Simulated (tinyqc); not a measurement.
Chemical vapour deposition: Grove model, boundary layer, depletion and step coverage: one step, computed by the program tinyqc.

A precursor diffuses to the surface and reacts there at first order; each molecule that reacts adds one formula unit of film.

Task: Growth rate at the inlet. Fluxes in series: C_s = C_g/(1 + k_s/h_g); growth rate G = k_s h_g/(k_s + h_g) C_g/N; 1 cm/s = 6e8 nm/min.

Inputs (values chosen for the exercise, close to those used for epitaxial silicon from a chlorosilane): temperature T = 1040 C; film density N = 5e+22 formula units/cm^3; channel height b = 4.6 cm.

Reactor: horizontal, reduced pressure.

surface rate constant k_s = 0.4324634 cm/s

mass-transfer coefficient h_g = 36.47942 cm/s

precursor density C_g = 2.170804e+15 1/cm^3

Give: ratio k_s/h_g; C_s/C_g; growth rate G at the inlet.

Result:

ratio k_s/h_g = 0.01185

C_s/C_g = 0.9883

growth rate G at the inlet = 11.13 nm/min

The surface reaction limits the rate, so temperature must be uniform. Caution: the boundary layer is capped at b/2, so U, L and nu no longer affect h_g.
